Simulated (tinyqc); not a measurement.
Empirical pseudopotential in a few plane waves, step by step. One step of it, computed by the program tinyqc.

Question. Levels at k. Diagonalise the Hermitian matrix.

H(k) at k (eV):
```
                     +0+0+0               -1-1-1               -1-1+1               -1+1-1
+0+0+0             1.686108   2.087687+0.634965i  -2.087687+0.634965i  -2.087687+0.634965i
-1-1-1   2.087687-0.634965i            16.023766   0.000000-1.333358i   0.000000-1.333358i
-1-1+1  -2.087687-0.634965i   0.000000+1.333358i            10.288703             0.367354
-1+1-1  -2.087687-0.634965i   0.000000+1.333358i             0.367354            12.582728
-1+1+1  -2.087687+0.634965i            -0.367354   0.000000+1.333358i   0.000000+1.333358i
+1-1-1  -2.087687-0.634965i   0.000000+1.333358i             0.367354             0.367354
+1-1+1  -2.087687+0.634965i            -0.367354   0.000000+1.333358i             0.000000
+1+1-1  -2.087687+0.634965i            -0.367354             0.000000   0.000000+1.333358i
+1+1+1   2.087687+0.634965i             0.000000            -0.367354            -0.367354
-2+0+0   0.000000-1.333358i  -2.087687+0.634965i  -2.087687-0.634965i  -2.087687-0.634965i
+0-2+0   0.000000-1.333358i  -2.087687+0.634965i  -2.087687-0.634965i   0.750413-0.028862i
+0+0-2   0.000000-1.333358i  -2.087687+0.634965i   0.750413-0.028862i  -2.087687-0.634965i
+0+0+2   0.000000+1.333358i  -0.750413-0.028862i   2.087687+0.634965i  -0.750413+0.028862i
+0+2+0   0.000000+1.333358i  -0.750413-0.028862i  -0.750413+0.028862i   2.087687+0.634965i
+2+0+0   0.000000+1.333358i  -0.750413-0.028862i  -0.750413+0.028862i  -0.750413+0.028862i

                     -1+1+1               +1-1-1               +1-1+1               +1+1-1
+0+0+0  -2.087687-0.634965i  -2.087687+0.634965i  -2.087687-0.634965i  -2.087687-0.634965i
-1-1-1            -0.367354   0.000000-1.333358i            -0.367354            -0.367354
-1-1+1   0.000000-1.333358i             0.367354   0.000000-1.333358i             0.000000
-1+1-1   0.000000-1.333358i             0.367354             0.000000   0.000000-1.333358i
-1+1+1             6.847665             0.000000             0.367354             0.367354
+1-1-1             0.000000            25.199866   0.000000-1.333358i   0.000000-1.333358i
+1-1+1             0.367354   0.000000+1.333358i            19.464803             0.367354
+1+1-1             0.367354   0.000000+1.333358i             0.367354            21.758829
+1+1+1   0.000000+1.333358i            -0.367354   0.000000+1.333358i   0.000000+1.333358i
-2+0+0   2.087687-0.634965i   0.750413-0.028862i  -0.750413-0.028862i  -0.750413-0.028862i
+0-2+0  -0.750413-0.028862i  -2.087687-0.634965i   2.087687-0.634965i  -0.750413-0.028862i
+0+0-2  -0.750413-0.028862i  -2.087687-0.634965i  -0.750413-0.028862i   2.087687-0.634965i
+0+0+2  -2.087687+0.634965i  -0.750413+0.028862i  -2.087687+0.634965i   0.750413+0.028862i
+0+2+0  -2.087687+0.634965i  -0.750413+0.028862i   0.750413+0.028862i  -2.087687+0.634965i
+2+0+0   0.750413+0.028862i   2.087687+0.634965i  -2.087687+0.634965i  -2.087687+0.634965i

                     +1+1+1               -2+0+0               +0-2+0               +0+0-2
+0+0+0   2.087687-0.634965i   0.000000+1.333358i   0.000000+1.333358i   0.000000+1.333358i
-1-1-1             0.000000  -2.087687-0.634965i  -2.087687-0.634965i  -2.087687-0.634965i
-1-1+1            -0.367354  -2.087687+0.634965i  -2.087687+0.634965i   0.750413+0.028862i
-1+1-1            -0.367354  -2.087687+0.634965i   0.750413+0.028862i  -2.087687+0.634965i
-1+1+1   0.000000-1.333358i   2.087687+0.634965i  -0.750413+0.028862i  -0.750413+0.028862i
+1-1-1            -0.367354   0.750413+0.028862i  -2.087687+0.634965i  -2.087687+0.634965i
+1-1+1   0.000000-1.333358i  -0.750413+0.028862i   2.087687+0.634965i  -0.750413+0.028862i
+1+1-1   0.000000-1.333358i  -0.750413+0.028862i  -0.750413+0.028862i   2.087687+0.634965i
+1+1+1            16.023766  -0.750413-0.028862i  -0.750413-0.028862i  -0.750413-0.028862i
-2+0+0  -0.750413+0.028862i            11.626884             0.367354             0.367354
+0-2+0  -0.750413+0.028862i             0.367354            24.244022             0.367354
+0+0-2  -0.750413+0.028862i             0.367354             0.367354            26.538048
+0+0+2  -2.087687-0.634965i            -0.367354            -0.367354             0.000000
+0+2+0  -2.087687-0.634965i            -0.367354             0.000000            -0.367354
+2+0+0  -2.087687-0.634965i             0.000000            -0.367354            -0.367354

                     +0+0+2               +0+2+0               +2+0+0
+0+0+0   0.000000-1.333358i   0.000000-1.333358i   0.000000-1.333358i
-1-1-1  -0.750413+0.028862i  -0.750413+0.028862i  -0.750413+0.028862i
-1-1+1   2.087687-0.634965i  -0.750413-0.028862i  -0.750413-0.028862i
-1+1-1  -0.750413-0.028862i   2.087687-0.634965i  -0.750413-0.028862i
-1+1+1  -2.087687-0.634965i  -2.087687-0.634965i   0.750413-0.028862i
+1-1-1  -0.750413-0.028862i  -0.750413-0.028862i   2.087687-0.634965i
+1-1+1  -2.087687-0.634965i   0.750413-0.028862i  -2.087687-0.634965i
+1+1-1   0.750413-0.028862i  -2.087687-0.634965i  -2.087687-0.634965i
+1+1+1  -2.087687+0.634965i  -2.087687+0.634965i  -2.087687+0.634965i
-2+0+0            -0.367354            -0.367354             0.000000
+0-2+0            -0.367354             0.000000            -0.367354
+0+0-2             0.000000            -0.367354            -0.367354
+0+0+2            15.067922             0.367354             0.367354
+0+2+0             0.367354            17.361947             0.367354
+2+0+0             0.367354             0.367354            29.979085
```

Give: eigenvalues.

Answer.

eigenvalues (eV): -2.3507  5.4485  8.2817  8.8854  13.3440  14.7484  15.9385  16.4776  18.9105  20.2779  21.3128  25.0937  27.1060  28.8395  32.3802
